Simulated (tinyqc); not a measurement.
Energy and delay of logic against supply voltage: optimum supplies against the threshold voltage at zero drain bias.

One expression serves below and above threshold: I(Vg) = Ik [ln(1 + exp((Vg - VT + dd V)/(al nf Vt)))]^al, with I_on = I(V) and I_off = I(0). Gate delay td = kd C V/I_on, clock period LD td. Per gate and cycle the switching energy is act C V^2 and the leakage energy I_off V LD td. No short-circuit current, no variation. Minima are sought above 0.09 V; below a few Vt gates no longer switch and the model has no meaning.

V_min minimises the energy and V_EDP the product of energy and td.

Inputs (values chosen for the exercise); values of the order met in logic technologies: temperature T = 300 K; slope factor nf = 1.11; barrier lowering per volt of supply dd = 0.02; specific current of a gate Ik = 1.6 uA; exponent of the current law al = 1.72; load capacitance of a gate C = 2.4 fF; delay factor kd = 0.6; logic depth LD = 16; activity factor act = 0.2.

Constants: q = 1.602176634e-19 C, kB = 1.380649e-23 J/K, Vt = kB T/q. Results are converted to the units shown.

Result of one run:
```
VT (V)  V_min (V)  energy at V_min (aJ)  leakage share (%)  clock at V_min (MHz)  V_EDP (V)  clock at V_EDP (GHz)
0.35       0.1066                 11.87              54.05                0.1444     0.8041                 4.170
```

What becomes of these results when the threshold voltage at zero drain bias VT is changed from 0.35 to 0.2 V, all else the same?

Result of the changed run:
```
VT (V)  V_min (V)  energy at V_min (aJ)  leakage share (%)  clock at V_min (MHz)  V_EDP (V)  clock at V_EDP (GHz)
0.2        0.1024                 12.58              59.99                 21.59     0.4582                 2.774
```

The whole series:
```
VT (V)  V_min (V)  energy at V_min (aJ)  leakage share (%)  clock at V_min (MHz)  V_EDP (V)  clock at V_EDP (GHz)
0.2        0.1024                 12.58              59.99                 21.59     0.4582                 2.774
0.25       0.1054                 12.11              55.99                 4.380     0.5737                 3.266
0.3        0.1063                 11.93              54.56                0.8089     0.6891                 3.730
0.35       0.1066                 11.87              54.05                0.1444     0.8041                 4.170
0.4        0.1067                 11.85              53.86               0.02546     0.9191                 4.591
0.45       0.1068                 11.84              53.79              0.004470      1.034                 4.998
0.5        0.1068                 11.83              53.76              7.834e-4      1.149                 5.392
0.55       0.1068                 11.83              53.76              1.372e-4      1.264                 5.775
```

As VT goes from 0.2 to 0.55, V_min rises from 0.102 to 0.107 V, the energy there falls from 12.6 to 11.8 aJ, the clock there falls from 21.6 to 1.37e-4 MHz and V_EDP rises from 0.458 to 1.26 V. V_min lies below VT for VT = 0.2, 0.25, 0.3, 0.35, 0.4, 0.45, 0.5, 0.55 V. As VT grows, I_on too becomes a subthreshold current, VT cancels more and more from the energy, and it mainly sets the clock.

Program tinyqc, `OMP_NUM_THREADS=1 python tinyqc.py 2082099 2082100 out.jsonl`; Intel Xeon 2.30GHz, shared host, one thread, about 0.01 s.
